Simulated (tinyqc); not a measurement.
From results back to parameters: Kronig-Penney superlattice by transfer matrices. Three cases, with inputs chosen for the exercise.

Problem. The bottom of the first miniband was computed from a hidden barrier width b.

Wells (width a, potential 0, mass mw) alternate with barriers (width b, height V0, mass mb); period d = a + b; c = hbar^2/2m0. The vector (psi, psi'/m) is continuous, and a layer of thickness t carries it by M = [[cos kt, (m/k) sin kt], [-(k/m) sin kt, cos kt]] with k = sqrt(m (E - V)/c); for E < V, k = i kappa gives [[cosh, (m/kappa) sinh], [(kappa/m) sinh, cosh]] of kappa t. A Bloch state obeys cos(q d) = tr(Mb Mw)/2.

Constants: hbar^2/2m0 = 3.80998211 eV angstrom^2.

Case 1.

Values chosen (near those of the light valleys of a Si film between layers of SiO2; shifted at random, so the results belong to these values and not to a real crystal):
- a = 17 angstrom (well width)
- V0 = 3.093 eV (barrier height)
- mw = 0.189 m0 (mass in the wells)
- mb = 0.517 m0 (mass in the barriers)

bottom of band 1 = 0.3063511 eV

Case 2.

Values chosen (near those of a non-polar GaN superlattice with barriers of AlGaN; shifted at random, so the results belong to these values and not to a real crystal):
- a = 32 angstrom (well width)
- V0 = 0.645 eV (barrier height)
- mw = 0.203 m0 (mass in the wells)
- mb = 0.252 m0 (mass in the barriers)

bottom of band 1 = 0.0838310 eV

Case 3.

Values chosen (near those of a GaAs superlattice with barriers of AlGaAs; shifted at random, so the results belong to these values and not to a real crystal):
- a = 101 angstrom (well width)
- V0 = 0.178 eV (barrier height)
- mw = 0.0668 m0 (mass in the wells)
- mb = 0.0853 m0 (mass in the barriers)

bottom of band 1 = 0.0264942 eV

Find: k; kappa; tanh(kappa b/2); b.

Solution. At q = 0 the lowest state is even about the centres of well and barrier: cos(kz) joins cosh, so (k/mw) tan(k a/2) = (kappa/mb) tanh(kappa b/2), which gives b.

Case 1.

k = 0.12328 1/angstrom
kappa = 0.61493 1/angstrom
tanh(kappa b/2) = 0.9513
b = 6.0 angstrom

Case 2.

k = 0.06683 1/angstrom
kappa = 0.19266 1/angstrom
tanh(kappa b/2) = 0.7855
b = 11.0 angstrom

Case 3.

k = 0.02155 1/angstrom
kappa = 0.05824 1/angstrom
tanh(kappa b/2) = 0.9024
b = 51.0 angstrom

Computed by tinyqc, one run a case: `OMP_NUM_THREADS=1 python tinyqc.py N N+1 out.jsonl` with N = 1250531, 1250617, 1250663; one thread of a shared Intel(R) Xeon(R) Processor @ 2.30GHz, about 0.07 s a run at most.
